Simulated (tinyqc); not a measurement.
Inside a calculation. Model: band bending at a free surface with one surface level, surface photovoltage and Kelvin probe.

Computed by the program tinyqc: `OMP_NUM_THREADS=1 python tinyqc.py 2430115 2430116 out.jsonl`, one thread of a shared Intel Xeon 2.30GHz, about 0.01 s for the whole run. Printed values are rounded.

n-type bulk, xi = Ec - EF = Vt ln(Nc/Nd), p0 = ni^2/Nd, ni = sqrt(Nc Nv) exp(-Eg/(2 Vt)), Eg in volts. b is the upward band bending, u = b/Vt. Space charge per area, in units of q: Qc = sign(b) sqrt((2 eps0 eps_r Vt/q) [(Nd + dn)(exp(-u) - 1) + Nd u + (p0 + dn)(exp(u) - 1)]), with dn the excess density under light (flat quasi-Fermi levels; 0 in the dark). The level holds -Ns f, f = 1/(1 + exp((xi + b - Es)/Vt)). Neutrality: Qc + Qf + (charge of the states) = 0.

Parameters, values chosen for the exercise; band and dielectric values those of a made-up semiconductor: temperature T = 300 K; band gap Eg = 4.2 eV; relative permittivity eps_r = 10.1; conduction-band density of states at T Nc = 2.11e18 cm^-3; valence-band density of states at T Nv = 4.66e19 cm^-3; electron affinity chi = 3.44 eV; donor density Nd = 5.5e16 cm^-3; fixed positive charge at the surface Qf = 0 cm^-2; work function of the probe tip pt = 4.93 eV; density of an acceptor-like surface level Ns = 8.7e11 cm^-2; its depth below the conduction edge Es = 0.51 eV; excess carrier density under light dn = 2.9e11 cm^-3.

Constants: q = 1.602176634e-19 C, kB = 1.380649e-23 J/K, Vt = kB T/q, eps0 = 8.8541878128e-14 F/cm where lengths are in cm. Results are converted to the units shown.

## Bulk quantities

xi, ni, p0, the Debye length sqrt(eps0 eps_r Vt/(q Nd)) and the flat-band work function chi + xi.

xi = 0.0942851 eV
ni = 5.22260e-17 cm^-3
p0 = 4.95919e-50 cm^-3
Debye length = 16.1974 nm
chi + xi = 3.53429 eV

## Charges against band bending

b, point 0 to 6 (V): 0.123  0.205  0.287  0.369  0.451  0.533  0.615

Evaluate Qc, the surface charge Qf - Ns f and their sum in the dark; the root lies where the sum changes sign.

```
point  Qc (cm^-2)  surface charge (cm^-2)  sum (cm^-2)
0      2.44505e11             -8.69989e11  -6.25484e11
1      3.31660e11             -8.69749e11  -5.38089e11
2      4.00424e11             -8.64054e11  -4.63630e11
3      4.59005e11             -7.47330e11  -2.88326e11
4      5.10912e11             -1.76999e11   3.33913e11
5      5.58012e11              -9.21703e9   5.48795e11
6      6.01435e11              -3.90375e8   6.01044e11
```

The sum rises steadily with b, so there is one root; bisection gives b = 0.40969 V.

## Work function and Kelvin-probe reading

converged b = 0.409691 V

Work function chi + xi + b; contact potential difference CPD = (work function of the sample) - pt. Depth of EF below Ec at the surface: xi + b. Depletion width Qc/Nd.

xi + b = 0.503976 eV
Qc = 4.85457e11 cm^-2
Qc/Nd = 88.2649 nm
work function = 3.94398 eV
CPD = -986.024 mV

The level is 55.8 % filled: the Fermi level is pinned at it.

## Surface photovoltage

Under chopped light the surface charge keeps its dark value, so b falls to bL with Qc(bL, dn) = Qc(b, 0); the photovoltage is b - bL. Qc rises with b, so bL follows by bisection.

bL = 0.339865 V
photovoltage = 69.8253 mV
share of b removed = 17.0434 %
excess holes at the surface, dn exp(bL/Vt) = 1.48553e17 cm^-3
